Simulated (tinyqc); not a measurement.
Velocity overshoot from momentum and energy balance equations after a field step. Changing the field after the step F. Computed by tinyqc, a small Python program. Command: `OMP_NUM_THREADS=1 python tinyqc.py 3012847 3012848 out.jsonl overshoot sweep`. One thread of a shared host (Intel(R) Xeon(R) Processor @ 2.30GHz), about 0.04 s of CPU time with the checks.

At t = 0 the field jumps from 0 to F in a uniform sample. v is the drift velocity and u = w - (3/2) k_B T the excess energy per carrier.

Inputs (values chosen for the exercise, modelled on holes in silicon except for tau_E):
```
quantity                      value        unit
effective mass m               0.41         m_0
low-field mobility mu_0         450  cm^2/(V s)
saturation velocity v_s        0.81    1e7 cm/s
energy relaxation time tau_E   0.88          ps
lattice temperature T           300           K
time step dt                     10          fs
```

Scheme: explicit Euler.

Constants: m_0 = 9.1093837015e-31 kg; e = 1.602176634e-19 C; k_B = 8.617333262e-05 eV/K.

Method:
- dv/dt = e F/m - v/tau_m(u), du/dt = e F v - u/tau_E, tau_m(u) = tau_0/(1 + c u), tau_0 = m mu_0/e, c = mu_0/(e tau_E v_s^2); this choice gives the steady state v (1 + mu_0 F v/v_s^2) = mu_0 F, which saturates at v_s. Steady velocity v = 2 mu_0 F/(1 + sqrt(1 + 4 (mu_0 F/v_s)^2)); u = e F v tau_E; carrier temperature T + 2u/(3 k_B), neglecting the drift energy m v^2/2.
- Step: v_new = v + dt (e F/m - v/tau_m(u)), u_new = u + dt (e F v - u/tau_E). Start v = u = 0; the distance adds dt (v + v_new)/2.
- Run to 8 times the larger of tau_E and tau_0, but at most 20001 steps, and stop early if |v| > 1000 v_s or u < -1/(2c); the run is accepted if the last v is within 0.5 % of the steady value.

One run for each value; columns: (1) field after the step F (kV/cm); (2) peak over steady velocity; (3) peak velocity (1e7 cm/s); (4) steady velocity (1e7 cm/s); (5) time of the peak (fs); (6) distance at the peak (nm):
```
(1)     (2)    (3)     (4)  (5)    (6)
1.5   1.003  0.067  0.0670  780   4.58
2.2   1.007  0.098  0.0976  690   5.83
3.1   1.016  0.138  0.1356  620   7.22
4.5   1.035  0.198  0.1912  540   8.85
6.6   1.074  0.285  0.2652  460  10.58
9.5   1.143  0.398  0.3484  390  12.23
14.0  1.267  0.560  0.4422  320  13.70
20.0  1.439  0.754  0.5237  260  14.49
29.0  1.686  1.006  0.5967  210  15.18
```

Over the rows, peak over steady velocity rises from 1.00 to 1.69 (exponent d ln y / d ln x 0.011 between the first rows and 0.43 between the last); peak velocity (1e7 cm/s) rises from 0.0673 to 1.01 (exponent d ln y / d ln x 0.99 between the first rows and 0.78 between the last); steady velocity (1e7 cm/s) rises from 0.0670 to 0.597 (exponent d ln y / d ln x 0.98 between the first rows and 0.35 between the last). At the low end the exponent of steady velocity is 0.98, close to 1: Ohm's law. Overshoot passes 10 % between 6.60 and 9.50 kV/cm; the knee field v_s/mu_0 is 18.0 kV/cm.

Extremes, crossings and ranges named in words are read from the listed rows.
